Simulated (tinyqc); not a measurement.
Inside a calculation. Method: extended Hueckel theory, for H3+. The parameters take no account of the charge, which enters only through the electron count. One step of it, computed by the program tinyqc.

Question. Mulliken analysis. P = C n C^T; charge = valence electrons (H 1) minus the sum of (P S)_ii on the atom; overlap population = 2 sum P_ij S_ij between two atoms.

coefficients, order 1H 1s, 2H 1s, 3H 1s:
```
[[0.392762, -0.610097, 1.152505],
 [0.392697, -0.617613, -1.148077],
 [0.384157, 1.255105, -0.004723]]
```

occupations: [2.000000, 0.000000, 0.000000]

overlap S, order 1H 1s, 2H 1s, 3H 1s:
```
[[1.000000, 0.622123, 0.583510],
 [0.622123, 1.000000, 0.583202],
 [0.583510, 0.583202, 1.000000]]
```

Give: charges; Overlap populations.

Answer.

charges: [0.3235, 0.3237, 0.3528]

Overlap populations:
```
pair     value
2-1   0.383816
3-1   0.352165
3-2   0.351921
```
